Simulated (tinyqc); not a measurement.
Do the excited 1s states matter for ionisation? Model: valley-orbit splitting of a donor ground state, with strain. Computed by tinyqc, a small Python program. Command: `OMP_NUM_THREADS=1 python tinyqc.py 3010908 3010909 out.jsonl valleyorbit walk`. One thread of a shared host (Intel(R) Xeon(R) Processor @ 2.30GHz), about 0.01 s of CPU time with the checks.

The basis is the 1s envelope in each valley; energies are counted from the unstrained conduction-band edge. The strain is e_s (a a^T - 1/3) for the unit stress axis a, so valley j along n_j moves by Xi_u e_s w_j with w_j = (n_j.a)^2 - 1/3: +1/6 for x and y, -1/3 for z. The splitting at the zone boundary that a [110] shear adds for <100> valleys is left out.

Inputs (values chosen for the exercise, modelled on donors in silicon):
```
quantity                                    value   unit
single-valley binding energy E_0             31.7    meV
central-cell shift Lambda                     6.5    meV
coupling Delta_1                             1.39    meV
coupling Delta_2                             1.03    meV
shear deformation potential Xi_u             9.02     eV
donor density N_D                         3.4e+17  cm^-3
density-of-states mass of one valley m_e    0.325    m_0
```

Valleys: six along <100>. Stress axis: [110].

Constants: k_B = 8.617333262e-05 eV/K; m_0 = 9.1093837015e-31 kg; k_B = 1.380649e-23 J/K; h = 6.62607015e-34 J s.

Method:
- By symmetry: E(A1) = E_0 + Lambda + 4 Delta_1 + Delta_2 (one state), E(T2) = E_0 + Lambda - Delta_2 (three), E(E) = E_0 + Lambda - 2 Delta_1 + Delta_2 (two), as binding energies.
- H_jj = -(E_0 + Lambda) + Xi_u e_s w_j; H_jk = -Delta_2 between opposite valleys and -Delta_1 between perpendicular ones.
- z = sum over levels of exp(-(E - E_ground)/k_B T), the ground-state share being 1/z; N_c = 2 (2 pi m_e k_B T/h^2)^(3/2) sum_j exp(-(shift_j - lowest shift)/k_B T); n1 = N_c/(2 z) exp(-binding/k_B T), binding = lowest shift - E_ground; without compensation n = 2 N_D/(1 + sqrt(1 + 4 N_D/n1)) (Boltzmann statistics; p and higher states left out).
- No strain here. The last two columns set z = 1, with the A1 depth, or use one level at E_0 with z equal to the number of valleys.

E(A1) = 44.79 meV

Ionised share:
```
T (K)       z  all 1s states  ground state alone  no splitting
26     1.1484     4.3538e-05          4.6656e-05    3.5353e-04
43     1.5944     2.7996e-03          3.5337e-03    8.4175e-03
65     2.2209     2.4732e-02          3.6632e-02    4.7832e-02
95     2.9048     9.7728e-02          1.6065e-01    1.4706e-01
130    3.4695     2.1975e-01          3.6829e-01    2.8659e-01
210    4.2305     4.9250e-01          7.3374e-01    5.5561e-01
350    4.8471     7.6055e-01          9.2666e-01    7.9183e-01
```

What does the comparison show, and why?

z grows from 1.148 to 4.85 of at most 6. Leaving out the excited states overstates the ionised share by up to 67.6 % (at 130 K); ignoring the splitting misses by a factor 8.12 at the lowest T and 1.04 at the highest.

Extremes, crossings and ranges named in words are read from the listed rows.
